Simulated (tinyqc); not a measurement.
Optical transitions of a finite quantum well: sweeps and comparisons. A value that a table varies takes the place of the one given here.

Each carrier sees a square well of width L with its own depth V and masses m (inside), mb (outside); c = hbar^2/2m0, k = sqrt(m E/c), kappa = sqrt(mb (V - E)/c), and level n solves k L + 2 atan[(k/m)/(kappa/mb)] = n pi. The envelope is cos(kz) for odd n and sin(kz) for even n inside, joins exp(-kappa (|z| - L/2)) outside, and is normalised to 1. Excitons and band mixing are left out.

Constants: hbar^2/2m0 = 3.80998211 eV angstrom^2; e^2/(4 pi eps0) = 14.39964547 eV angstrom; hc = 1239.841984 eV nm.

Inputs chosen for the exercise (near those of a GaAs well in AlGaAs; not measured data): L = 65 angstrom (well width); Vc = 0.243 eV (conduction offset); me = 0.0663 m0 (electron, well); meb = 0.0919 m0 (electron, barrier); eps = 11 (background dielectric constant); Nss = (0.15, 0.38, 0.75, 1.5, 2.2, 3, 4.5) x 1e12/cm^2 (sheet densities); Eg = 1.532 eV (gap of the well); Vv = 0.126 eV (valence offset); mh = 0.338 m0 (heavy hole along z, well); mhb = 0.398 m0 (heavy hole, barrier); ml = 0.0902 m0 (light hole along z, well); mlb = 0.115 m0 (light hole, barrier); Ls = (31, 36, 53, 69, 89, 108, 152) angstrom (widths).

## Depolarisation shift

The collective line lies at E12 sqrt(1 + a), a = 8 pi q (n1 - n2) S/(eps E12), q = e^2/(4 pi eps0), S = integral over z of (integral up to z of psi_1 psi_2)^2. Zero temperature with the mass me in both subbands: n1 - n2 = Ns until Ns reaches D E12, D = me/(2 pi c), and D E12 beyond. 1e12/cm^2 = 1e-4/angstrom^2; exchange and the static band bending by the charge are left out.

Line position:
```
Ns (1e12/cm^2)  n1 - n2       a  line (meV)  shift (meV)
0.15              0.150  0.0177      149.39         1.31
0.38              0.380  0.0449      151.37         3.29
0.75              0.750  0.0886      154.51         6.42
1.5               1.500  0.1772      160.67        12.59
2.2               2.200  0.2599      166.22        18.13
3.0               3.000  0.3544      172.34        24.26
4.5               4.101  0.4845      180.43        32.34
```

S = 5.317 angstrom
E12 = 148.09 meV

The upward shift grows from 1.31 to 32.34 meV, 21.8 % of E12 at most. It stops moving once e2 starts to fill, at Ns = 4.10 e12/cm^2. For small a the shift is a E12/2, linear in Ns; in the last row that rule gives 35.88 meV. S/L = 0.0818, against 5/(9 pi^2) = 0.0563 for hard walls.

## Width of the well

Edge wavelength hc/(Eg + e1 + hh1), squared e1-hh1 overlap, lh1 - hh1, and the 1-2 intersubband energy with f_12 = (m1/c) E12 z_12^2, 1/m1 = <1|1/m|1> (dash: e2 unbound).

Results:
```
L (angstrom)  edge (nm)  overlap^2  lh1 - hh1 (meV)  E12 (meV)   f_12
31                732.4     0.9495             32.7          -      -
36                741.8     0.9567             31.3          -      -
53                764.1     0.9719             25.0      166.9  0.674
69                776.5     0.9796             19.8      140.0  0.973
89                786.1     0.9854             15.0      104.3  0.983
108               791.8     0.9888             11.8       80.1  0.977
152               799.0     0.9932              7.4       47.7  0.968
```

The edge tunes from 732 to 799 nm, towards hc/Eg = 809 nm, while the overlap goes from 0.949 to 0.993. e2 binds at L = pi sqrt(c/(me Vc)) = 48.3 angstrom; f_12 starts from zero there and is 0.674 at 53 angstrom, the rest going to the continuum; among the widths listed it peaks at 0.983 (89 angstrom) and is 0.968 in the widest well, against 0.961 for hard walls.

## What each parameter does

Edge wavelength hc/(Eg + e1 + hh1), squared overlap of e1 and hh1, and the confinement energies. Each row changes one parameter from the base and keeps the others.

Results:
```
case             edge (nm)  overlap^2  e1 (meV)  hh1 (meV)
base                 773.9     0.9780      54.9       15.1
L = 71 angstrom      777.7     0.9803      49.0       13.2
Eg = 1.563 eV        759.2     0.9780      54.9       15.1
Vc = 0.279 eV        772.6     0.9844      57.7       15.1
Vv = 0.151 eV        773.6     0.9710      54.9       15.8
me = 0.0729 m0       774.8     0.9822      53.0       15.1
mh = 0.287 m0        773.3     0.9841      54.9       16.4
meb = 0.1103 m0      775.3     0.9787      52.1       15.1
```

The largest shifts from the base row, up to three for each result and ties (the steps differ in size, so this ranks the rows, not the parameters). edge (nm): Eg -14.7, L +3.8, meb +1.4. overlap^2: Vv -0.0070, Vc +0.0064, mh +0.0061; unchanged at the printed digits by Eg. e1 (meV): L -5.9, meb -2.8, Vc +2.8; unchanged at the printed digits by Eg, Vv and mh. hh1 (meV): L -1.9, mh +1.3, Vv +0.7; unchanged at the printed digits by Eg, Vc, me and meb.

Computed by tinyqc, a small Python program: `OMP_NUM_THREADS=1 python tinyqc.py 1250675 1250676 out.jsonl` (the numbers bound the seed that draws the inputs); one thread of a shared host (Intel(R) Xeon(R) Processor @ 2.30GHz), about 0.06 s for the whole set of steps.
